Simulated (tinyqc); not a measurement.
Diffusion length from constant photovoltage.

Problem. In a thick sample with a thin depletion layer the excess density at its edge goes as flux/(1/alpha + L), so the flux needed for a fixed surface photovoltage is proportional to 1/alpha + L. Find L.

photon flux for the same photovoltage at absorption coefficients 72 and 1000 1/cm (relative units): [408.88889, 280]

Solution. The line of flux against 1/alpha meets zero at -L.

slope against 1/alpha = 1.000 1/um
L = 270.0 um

Program tinyqc, `OMP_NUM_THREADS=1 python tinyqc.py 2430029 2430030 out.jsonl`; Intel Xeon 2.30GHz, shared host, one thread, about 0.01 s.
